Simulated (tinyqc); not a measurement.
# Self-consistent Fermi level with native defects, at growth and after a quench, step by step

A worked calculation. Computed by tinyqc, a small Python program that keeps every step. Command: `OMP_NUM_THREADS=1 python tinyqc.py 3029914 3029915 out.jsonl scfermi walk`. One thread of a shared host (Intel(R) Xeon(R) Processor @ 2.30GHz), about 0.05 s of CPU time with the checks. Intermediate numbers are printed to about 7 digits and carried at full precision; extremes and crossings named in words are read from the listed rows.

Energies are counted from the top of the valence band (VBM); when the gap shrinks with temperature the conduction band moves and the levels stay. The added dopant is taken as fully ionised. D and A draw on one reservoir with opposite signs, as the two vacancies of a compound do.

Inputs (values chosen for the exercise, with bands modelled on 4H-SiC):
```
quantity                                value   unit
gap E_g at 300 K                         3.29     eV
slope -dE_g/dT above 300 K            0.00031   eV/K
electron mass m_e                       0.393    m_0
valleys M_c                                 3      -
hole mass m_h                            2.06    m_0
E_f of the neutral native donor D       2.181     eV
E_f of the neutral native acceptor A     2.98     eV
shift s of the chemical potential       0.079     eV
site density N_s                      4.4e+22  cm^-3
dopant density N_X                    4.3e+16  cm^-3
growth temperature T_g                   1460      K
temperature of use T                      300      K
```

Added shallow dopant: donor.

levels of D above the VBM, most positive state first (eV): 1.42

levels of A above the VBM, (0/-1) first (eV): 1.45

Constants: m_0 = 9.1093837015e-31 kg; k_B = 1.380649e-23 J/K; h = 6.62607015e-34 J s; k_B = 8.617333262e-05 eV/K.

## Formation energies at E_F = 0

E_f(D, 0) = input + s and E_f(A, 0) = input - s; E_f(q, E_F = 0) follows from the levels, eps(q/q-1) = E_f(q - 1) - E_f(q) at E_F = 0.

E_f(q, E_F = 0) (eV): D(+1) 0.840, D(0) 2.260, A(0) 2.901, A(-1) 4.351

## Bands at growth

E_g(T) = E_g - slope x max(0, T - 300 K). N_c = 2 M_c (2 pi m_e k_B T/h^2)^(3/2) and N_v = 2 (2 pi m_h k_B T/h^2)^(3/2), masses in units of m_0. At growth T = T_g.

E_g(T_g) = 2.9304 eV

N_c(T_g) = 1.991267e+20 cm^-3

N_v(T_g) = 7.965632e+20 cm^-3

k_B T_g = 0.1258131 eV

## Charges across the gap at T_g

n = N_c F_1/2((E_F - E_g)/k_B T), p = N_v F_1/2(-E_F/k_B T). F_1/2(eta) = (2/sqrt(pi)) int_0^infinity sqrt(x)/(1 + exp(x - eta)) dx, by the trapezoid rule in t = sqrt(x) with step 0.02 up to t = 12 (for eta < -12 by exp(eta) - exp(2 eta)/2^(3/2)). In equilibrium c_q = N_s exp(-(E_f(q, 0) + q E_F)/k_B T). Net charge = p - n + sum q c_q + N_X; the log ratio is ln(positive charge/negative charge). Entries near or above N_s lie outside the dilute limit and only show that E_F cannot go there.

Densities (cm^-3):
```
E_F (eV)             n             p   charge on D   charge on A  log ratio
0.147     4.910244e+10  2.242502e+20  1.723553e+19  1.354107e+08   22.31359
0.586     1.608749e+12  7.532746e+18  5.260647e+17  4.436479e+09   15.42939
1.026     5.312826e+13  2.288357e+17  1.592949e+16  1.465128e+11    8.59444
1.465     1.740643e+15  6.985238e+15  4.862018e+14  4.800218e+12    3.36440
1.905     5.747831e+16  2.115170e+14  1.472242e+13  1.585252e+14   -0.28771
2.344     1.877096e+18  6.455946e+12  4.493595e+11  5.193781e+15   -3.77888
2.784     5.630237e+19  1.954892e+11  1.360682e+10  1.715224e+17   -7.18033
```

## Equilibrium at growth

E_F is the root of the log ratio, by 50 bisections between -0.5 eV and E_g + 0.5 eV.

E_F at growth = 1.869016 eV

n at growth = 4.318205e+16 cm^-3

p at growth = 2.815509e+14 cm^-3

Defects at growth:
```
state  E_f (eV)     c (cm^-3)
D(+1)  2.709016  1.959706e+13
D(0)   2.260000  6.952679e+14
A(0)   2.901000  4.260715e+12
A(-1)  2.481984  1.190931e+14
```

total D = 7.148650e+14 cm^-3

total A = 1.233538e+14 cm^-3

The largest part of the positive charge comes from the dopant (99 %) and that of the negative charge from electrons (100 %).

## After the quench to T

After a quench the totals of D and A stay as grown, and each is shared among its charge states with weights exp(-(E_f(q, 0) + q E_F)/k_B T).

E_F after the quench = 3.133106 eV

n after the quench = 4.287665e+16 cm^-3

p after the quench = 1.723899e-33 cm^-3

Frozen defects:
```
state     c (cm^-3)  share of its total
D(+1)  1.189359e-14        1.663753e-29
D(0)   7.148650e+14        1.000000e+00
A(0)   6.549669e-15        5.309661e-29
A(-1)  1.233538e+14        1.000000e+00
```

The material is n-type with 4.29e16 carriers per cm^3. Carriers of the sign that the dopant should give amount to 100 % of its density.

## Slow cooling against a quench

Each E_F by bisection; full equilibrium lets the defects form and vanish at every T.

Two histories (densities in cm^-3):
```
T (K)  E_F, equilibrium (eV)             n             p   all defects  E_F, frozen (eV)     n, frozen     p, frozen
1230                2.134243  4.296478e+16  1.108520e+12  6.061530e+13          2.134030  4.287880e+16  1.110743e+12
1000                2.394570  4.299393e+16  3.859999e+08  6.253491e+12          2.394335  4.287666e+16  3.870558e+08
760                 2.658767  4.299974e+16  6.996243e+02  2.641457e+11          2.658579  4.287665e+16  7.016332e+02
530                 2.902643  4.300000e+16  4.363457e-08  7.430200e+08          2.902511  4.287665e+16  4.376015e-08
300                 3.133180  4.300000e+16  1.718949e-33  1.531015e+02          3.133106  4.287665e+16  1.723899e-33
```

At 300 K equilibrium would leave 153 defects per cm^3 against 8.38e14 frozen in, and E_F is the same within 1 meV. The majority density of the quenched sample is 1.00 times the equilibrium one. Real samples lie between, set by the temperature at which diffusion stops.

Checks made by the program: neutrality at growth (relative difference below 1e-10).
